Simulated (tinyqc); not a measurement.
# Collinear exchange A + BC -> AB + C on a London-Eyring-Polanyi-Sato surface: saddle, string of images and rate, step by step

A worked calculation. Computed by tinyqc, a small Python program that keeps every step. Command: `OMP_NUM_THREADS=1 python tinyqc.py 3110134 3110135 out.jsonl leps walk`. One thread of a shared host (Intel(R) Xeon(R) Processor @ 2.30GHz), about 0.04 s of CPU time with the checks. Intermediate numbers are printed to about 6 digits and carried at full precision; extremes and crossings named in words are read from the listed rows.

x = r(AB), y = r(BC), r(AC) = x + y. V is counted from separated atoms, the barrier from A + BC, that is V + D(BC).

Inputs (values chosen for the exercise, bond data loosely for abstraction of hydrogen from a Ge-H bond by a hydrogen atom; the barrier is not fitted):
```
quantity,value,unit
D(AB),4.84,eV
r0(AB),0.742,angstrom
beta(AB),1.94,1/angstrom
D(BC),3.8,eV
r0(BC),1.53,angstrom
beta(BC),1.45,1/angstrom
D(AC),3.74,eV
r0(AC),1.53,angstrom
beta(AC),1.45,1/angstrom
Sato parameter S,0.18,-
mass of A,1.008,u
mass of B,1.008,u
mass of C,72.6,u
temperature T,900,K
step of the string,0.02,angstrom^2/eV
```

Constants: nu for 1 eV/(angstrom^2 u) = 15.6333042 THz; h x 1 THz = 4.135667696 meV; k_B = 1.380649e-23 J/K; u = 1.6605390666e-27 kg; k_B = 8.617333262e-05 eV/K.

## One point of the surface

For each pair, with u = exp(-beta (r - r0)): Q = D [(3 + S) u^2 - (2 + 6 S) u]/(4 (1 + S)), J = D [(1 + 3 S) u^2 - (6 + 2 S) u]/(4 (1 + S)); V = Q1 + Q2 + Q3 - sqrt(((J1 - J2)^2 + (J2 - J3)^2 + (J3 - J1)^2)/2). Take x = r0(AB) + 0.3 and y = r0(BC) + 0.1 angstrom.

Pair terms:
```
pair,u,Q (eV),J (eV)
AB,0.558780,-0.746647,-3.15112
BC,0.865022,-0.229281,-3.50149
AC,0.190920,-0.374096,-0.91766
```

V = -3.77770 eV

## Relaxing the string

String of 9 images between the fixed ends (r0(AB) + 2, r0(BC)) and (r0(AB), r0(BC) + 2), started on the two straight legs through (r0(AB) + 0.3, r0(BC) + 0.3): each iteration moves the inner images by -step x gradient (central differences) and spaces them evenly again along the broken line (coordinates are kept between 0.2 and 8 angstrom); stop when no coordinate changes by more than 1e-5 angstrom, at most 400 iterations.

Course:
```
iteration,highest inner image above A + BC (eV),largest move (angstrom)
1,0.237918,6.62060e-02
2,0.198478,5.35556e-02
3,0.169381,3.66134e-02
4,0.148465,2.13226e-02
5,0.133807,1.65449e-02
6,0.123870,1.37253e-02
7,0.117366,1.11271e-02
...,...,...
30,0.106961,4.20157e-05
31,0.106962,3.30001e-05
32,0.106962,2.59084e-05
33,0.106963,2.03334e-05
34,0.106963,1.59531e-05
35,0.106963,1.25131e-05
36,0.106964,9.81254e-06
```

Images at the end:
```
image,x (angstrom),y (angstrom),V + D(BC) (eV)
0,2.74200,1.53000,0.00517
1,2.28753,1.53135,0.01460
2,1.83310,1.53705,0.04341
3,1.38041,1.57558,0.10696
4,0.96984,1.77046,-0.18229
5,0.76688,2.16802,-0.79843
6,0.74626,2.62107,-0.96411
7,0.74312,3.07553,-1.01410
8,0.74200,3.53000,-1.03020
```

last move = 9.81254e-06 angstrom

Converged in 36 iterations.

## Saddle by Newton steps

From the highest inner image, z -> z - H^-1 g with gradient g and Hessian H by central differences, steps capped at 0.15 angstrom, 12 steps.

The first seven points:
```
step,x,y,V + D(BC) (eV),|g| (eV/angstrom)
0,1.38041,1.57558,0.106964,1.17353e-01
1,1.24908,1.59748,0.110343,1.46944e-01
2,1.29107,1.59276,0.112393,1.64035e-02
3,1.29686,1.59218,0.112421,2.86115e-04
4,1.29697,1.59217,0.112421,9.42397e-08
5,1.29697,1.59217,0.112421,0
6,1.29697,1.59217,0.112421,0
```

saddle (x, y) (angstrom): [1.29697, 1.59217]

barrier = 0.112421 eV

Hessian (eV/angstrom^2):
```
,x,y
x,-1.0088,3.4644
y,3.4644,11.0176
```

The highest image lies 5.5 meV below the saddle. Stretches at the saddle: AB 0.555, BC 0.062 angstrom, for a reaction energy D(BC) - D(AB) = -1.04 eV: an early barrier for an exothermic step.

## Frequencies at the saddle

Wilson matrix G = [[1/m_A + 1/m_B, -1/m_B], [-1/m_B, 1/m_B + 1/m_C]]; eigenvalues lambda of G H give nu = 15.6333042 THz x sqrt(|lambda|), the negative one being imaginary. Reactant: nu_BC from k = 2 D beta^2 and 1/m_B + 1/m_C. Skew angle: cos = sqrt(m_A m_C/((m_A + m_B)(m_B + m_C))).

imaginary frequency = 30.7013 THz

real frequency at the saddle = 38.4944 THz

nu_BC = 62.6743 THz

skew angle = 45.3923 degrees

## Transition-state rate

One-dimensional rate constant without tunnelling, k = sqrt(k_B T/(2 pi mu)) [sinh(h nu_BC/(2 k_B T))/sinh(h nu_s/(2 k_B T))] exp(-barrier/(k_B T)) with mu = m_A (m_B + m_C)/(m_A + m_B + m_C); Wigner factor 1 + (h nu_i/(k_B T))^2/24; adiabatic barrier = barrier + h (nu_s - nu_BC)/2.

adiabatic barrier = 0.0624213 eV

rate constant k = 54158.7 cm/s

Wigner factor = 1.11168

Caution: the adiabatic barrier is below k_B T, so the saddle is a poor dividing surface.

## Rate against temperature

The formulas are those given above.

Rates; the last column is k_B T^2 d ln k/dT:
```
T (K),k (cm/s),Wigner factor,activation energy (eV)
300,5661,2.00509,0.075674
400,12041,1.56536,0.081102
550,23648,1.29904,0.090756
750,40817,1.16081,0.104771
1000,63090,1.09046,0.121832
1400,98079,1.04615,0.146572
2000,146494,1.02261,0.179355
```

The activation energy goes from 0.076 eV at 300 K, near the adiabatic barrier plus k_B T/2 (0.075), to 0.179 eV at 2000 K; the classical limit is the barrier plus k_B T/2 (0.199).

Checks made by the program: V for A far away against -D(BC) (relative difference below 1e-10).
